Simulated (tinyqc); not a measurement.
Expansion against temperature: quasi-harmonic thermal expansion with mode Grueneisen parameters. Computed by tinyqc, a small Python program. Command: `OMP_NUM_THREADS=1 python tinyqc.py 3006567 3006568 out.jsonl qha walk`. One thread of a shared host (Intel(R) Xeon(R) Processor @ 2.30GHz), about 0.02 s of CPU time with the checks.

A crystal with two atoms a cell; per atom there are 1 transverse acoustic (TA), 1/2 longitudinal acoustic (LA) and 3/2 optical (O) modes. Every frequency of group i scales as nu_i (V/V0)^(-gamma_i). The acoustic groups have Debye spectra, density 3 nu^2/nu_i^3 up to nu_i (40 Gauss-Legendre points); the optical group has one frequency. Static energy: E = (9 V0 B0/16) [y^3 B' + y^2 (2 - 4 y)], y = (V0/V)^(2/3) - 1, with pressure P_s = (3 B0/2) (z^7 - z^5) [1 + (3/4)(B' - 4)(z^2 - 1)], z = (V0/V)^(1/3).

Inputs (values chosen for the exercise, modelled on silicon carbide): static volume V0 = 10.4 angstrom^3/atom; static bulk modulus B0 = 225 GPa; static B' = 3.85; frequency nu_TA = 11.3 THz; frequency nu_LA = 17.7 THz; frequency nu_O = 24.9 THz; Grueneisen parameter gamma_TA = 0.16; Grueneisen parameter gamma_LA = 1.1; Grueneisen parameter gamma_O = 0.97.

Acoustic groups: Debye.

Constants: h x 1 THz = 4.135667696 meV; k_B = 8.617333262e-05 eV/K; 1 eV/angstrom^3 = 160.2176634 GPa.

Method:
- For a mode with x = h nu/(k_B T), n = 1/(exp(x) - 1): U = h nu (n + 1/2), C/k_B = x^2 n (n + 1); U_i and C_i sum these over group i with its weight per atom.
- Phonon pressure P_ph = sum_i gamma_i U_i/V.
- B_T = -V d(P_s + P_ph)/dV at fixed T (central difference, step 1e-4 V); alpha_V = sum gamma_i C_i k_B/(B_T V), all at V(T); the linear coefficient is alpha_L = alpha_V/3.
- V(T) solves P_s + P_ph = 0. The Grueneisen estimate uses C_i, V0 and B0 at the static volume; gamma_th = sum gamma_i C_i / sum C_i is taken at V(T).

Quasi-harmonic results:
```
T (K)  V/V0 - 1 (%)  B_T (GPa)  alpha_L (ppm/K)  alpha_L, Grueneisen estimate  gamma_th
20           0.6374     222.32           0.0024                        0.0023   0.26994
40           0.6374     222.32           0.0189                        0.0186   0.27017
70           0.6379     222.32           0.0957                        0.0940   0.28075
100          0.6394     222.30           0.2358                        0.2318   0.31083
150          0.6453     222.24           0.5713                        0.5611   0.38628
220          0.6638     222.05           1.1970                        1.1760   0.49727
300          0.7017     221.69           1.9257                        1.8940   0.58233
450          0.8130     220.77           2.8919                        2.8442   0.65504
700          1.0648     218.94           3.6414                        3.5688   0.69357
1000         1.4153     216.61           4.0016                        3.8978   0.70791
```

What follows from these numbers?

alpha_L is positive throughout. gamma_th moves from 0.27, near gamma_TA = 0.16, to 0.71, near the average over all modes, 0.72, as the stiffer groups take up their share of C. B_T changes by -2.6 % over the table, and at the highest T the estimate at fixed V0 and B0 is off by -2.6 %.

Extremes, crossings and ranges named in words are read from the listed rows.
